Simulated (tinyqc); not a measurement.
Capillary instabilities by surface diffusion: grooving and agglomeration of films, edge retraction, wire break-up and smoothing of roughness. From time to reach the substrate back to activation energy Q. Computed by tinyqc, a small Python program. Command: `OMP_NUM_THREADS=1 python tinyqc.py 3013418 3013419 out.jsonl dewet inv`. One thread of a shared host (Intel(R) Xeon(R) Processor @ 2.30GHz), about 0.02 s of CPU time with the checks.

Isotropic surface energy; shapes change by surface diffusion alone.

Inputs (values chosen for the exercise, of the order of those of a cobalt film):

| quantity | value | unit |
|---|---|---|
| surface energy gamma_s | 2.28 | J/m^2 |
| grain-boundary energy gamma_b | 0.64 | J/m^2 |
| interface energy gamma_i | 1.3 | J/m^2 |
| atomic volume Omega | 11.1 | angstrom^3 |
| surface sites nu | 14 | 1/nm^2 |
| prefactor D0 | 6.2e-05 | m^2/s |
| temperature T | 1037 | K |
| time t | 28 | s |
| film thickness h | 26 | nm |
| grain radius R | 250 | nm |

Grooves: at the surface and the interface.

Constants: k_B = 8.617333262e-05 eV/K; k_B = 1.380649e-23 J/K.

Method:
- B = D_s nu gamma_s Omega^2/(k_B T), D_s = D0 exp(-Q/(k_B T)).
- Groove angle beta: sin(beta) = gamma_b/(2 gamma). For circular grains of radius R with spherical caps the groove ends (measured from the mean surface) at the depth R g(beta), g = (2 - 3 cos beta + cos^3 beta)/(3 sin^3 beta). The film parts if R [g(beta_s) + g(beta_i)] > h.
- Mullins' isolated groove: depth below the flat surface d = 0.780 m (B t)^(1/4), m = tan(beta_s), width between the ridges 4.6 (B t)^(1/4); time to reach h: (h/(0.780 m))^4/B.

Question. A run gave the result below. Find the activation energy Q, known to lie between 0.95 and 3 eV.

time to reach the substrate = 4896.364 s

Answer.

Each step takes the trial c = (a f_b - b f_a)/(f_b - f_a), f being the result less the target and a, b, c the logarithms of the listed values; c replaces end b, the old b replaces a if the sign of f changed, and otherwise f_a is halved.

Scan of the range:

| activation energy Q (eV) | time to reach the substrate (s) |
|---|---|
| 0.95 | 7.43185e+00 |
| 1.15 | 6.96769e+01 |
| 1.39 | 1.02207e+03 |
| 1.69 | 2.93405e+04 |
| 2.04 | 1.47385e+06 |
| 2.48 | 2.02691e+08 |
| 3.00 | 6.82361e+10 |

False position (Illinois rule, in the logarithm of the input) inside the bracket:

| step | end a | end b | trial | time to reach the substrate (s) |
|---|---|---|---|---|
| 1 | 1.39000 | 1.69000 | 1.42766 | 1557.86 |
| 2 | 1.69000 | 1.42766 | 1.45690 | 2160.77 |
| 3 | 1.69000 | 1.45690 | 1.49699 | 3384.03 |
| 4 | 1.69000 | 1.49699 | 1.53344 | 5088.49 |
| 5 | 1.49699 | 1.53344 | 1.52929 | 4857.43 |
| 6 | 1.53344 | 1.52929 | 1.52999 | 4895.57 |
| 7 | 1.53344 | 1.52999 | 1.53001 | 4897.12 |
| 8 | 1.52999 | 1.53001 | 1.53000 | 4896.36 |
| 9 | 1.53001 | 1.53000 | 1.53000 | 4896.36 |

Time to reach the substrate rises at every point of a 13-point scan of the range (every second point is shown), so one value fits; it is bracketed by 1.39 and 1.69. Answer: activation energy Q = 1.530 eV.

Caution: the grains are too small for the surface groove ever to reach the depth h.
